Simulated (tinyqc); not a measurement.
Out-diffusion of a doped substrate or buried layer into a growing epitaxial film: one step, computed by the program tinyqc.

x is counted from the original substrate surface into the film, whose surface moves as x = v t. Substrate dopant has one diffusivity; the dopant of the film is taken as uniform.

Question. Scales. D = D0 exp(-E/(k_B T)); growth time t = d/v; l = 2 sqrt(D t); growth number G = v t/l = d/l; 1 um = 1e-4 cm. Temperatures in kelvin are T(C) + 273.15.

Inputs (values chosen for the exercise, modelled on boron in silicon):
```
quantity              value    unit
prefactor D0          0.964  cm^2/s
activation energy E    3.48      eV
growth rate v             2  um/min
film thickness d        3.5      um
growth temperature T   1175       C
```

Film doping: same type as the substrate.

Constants: k_B = 8.617333262e-05 eV/K.

Give: diffusivity D; growth time t; length l; growth number G.

Answer.

diffusivity D = 7.467e-13 cm^2/s

growth time t = 1.75 min

length l = 0.1771 um

growth number G = 19.76

The surface outruns diffusion, so the film acts as an infinite medium.
